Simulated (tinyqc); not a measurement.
Electromigration in a confined line: Blech product, Korhonen stress evolution and Black's law: one step, computed by the program tinyqc. Command: `OMP_NUM_THREADS=1 python tinyqc.py 3001668 3001669 out.jsonl emigr walk`. One thread of a shared host (Intel(R) Xeon(R) Processor @ 2.30GHz), about 0.01 s of CPU time with the checks.

The electron wind pushes atoms from the cathode (x = 0) to the anode (x = L); blocking ends build a back stress (tension positive). The input rho is taken not to change with temperature. d sigma/dt = d/dx [kappa (d sigma/dx + G)], with zero flux at both ends and sigma = sigma_0 at t = 0.

Task: Time to nucleate a void. sigma(x, t) = sigma_0 + G L [1/2 - x/L - 4 sum_(m odd) cos(m pi x/L) exp(-m^2 pi^2 s)/(m pi)^2], s = t/tau, summed to m = 399. Solve sigma(0, t) = sigma_c for s; the semi-infinite estimate is t = (pi/kappa) ((sigma_c - sigma_0)/(2 G))^2.

Inputs (values chosen for the exercise, close to those used for copper lines): critical stress sigma_c = 100 MPa; initial stress sigma_0 = 44 MPa; line length L = 99 um; test temperature T = 210 C.

Start: thermal stress.

stress gradient G = 26.89571 MPa/um

tau = 5902.937 h

kappa = 4.612111e-16 m^2/s

Give: nucleation time; semi-infinite estimate.

Result:

nucleation time = 2.0507 h

semi-infinite estimate = 2.0507 h

The two agree: the void nucleates before the far end is felt, so the time scales as 1/j^2 and not with L.
